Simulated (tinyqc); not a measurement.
Abrupt p-n junction, non-linear Poisson equation by Newton steps: one step of the calculation.

One dimension, p side on the left, n side on the right; net doping C = -Na for x < 0 and +Nd for x > 0. The potential psi is counted from the intrinsic level, and the quasi-Fermi potentials are flat: 0 for holes and -V for electrons, so n = ni exp((psi + V)/Vt) and p = ni exp(-psi/Vt) (Boltzmann statistics, full ionisation, no current).

Problem. Converged densities, field and charge. n and p as above; field E_i = -(psi_(i+1) - psi_i)/h_i on each interval; charge on either side of the peak Q = eps0 eps_r |E|max (Gauss).

Inputs (values chosen for the exercise); band and dielectric values close to those of silicon:
- T = 400 K (temperature)
- eps_r = 11.8 (relative permittivity)
- V = 0.27 V (bias of the p side against the n side)

Constants: q = 1.602176634e-19 C, kB = 1.380649e-23 J/K, Vt = kB T/q, eps0 = 8.8541878128e-14 F/cm where lengths are in cm. Results are converted to the units shown.

```
node  x (nm)  converged psi (V)  net doping C (cm^-3)
0       -511        -0.27915117               -1.4e16
1       -369        -0.27904518               -1.4e16
2       -259        -0.27798001               -1.4e16
3       -173        -0.27105912               -1.4e16
4       -107        -0.24318347               -1.4e16
5      -55.5        -0.17931217               -1.4e16
6      -15.5        -0.09241906               -1.4e16
7       15.5        -0.00031466                4.7e16
8       53.1         0.03947743                4.7e16
9       98.9         0.04912604                4.7e16
10       154         0.05069785                4.7e16
11       222         0.05089664                4.7e16
```

ni = 4.2557697e12 cm^-3

Give: n; p; field E; peak |E|; charge Q.

Solution.

```
node  n (cm^-3)  p (cm^-3)
0      3.263e12   1.400e16
1      3.274e12   1.396e16
2      3.376e12   1.353e16
3      4.127e12   1.107e16
4      9.265e12   4.931e15
5      5.910e13   7.731e14
6      7.352e14   6.215e13
7      1.064e16   4.295e12
8      3.375e16   1.354e12
9      4.465e16   1.023e12
10     4.673e16   9.777e11
11     4.700e16   9.721e11
```

field E, interval 0 to 10 (kV/cm): -0.01  -0.10  -0.80  -4.22  -12.40  -21.72  -29.71  -10.58  -2.11  -0.29  -0.03
peak |E| = 29.71 kV/cm
charge Q = 31.04 nC/cm^2

Program tinyqc, `OMP_NUM_THREADS=1 python tinyqc.py 2000159 2000160 out.jsonl`; Intel Xeon 2.30GHz, shared host, one thread, about 0.02 s.
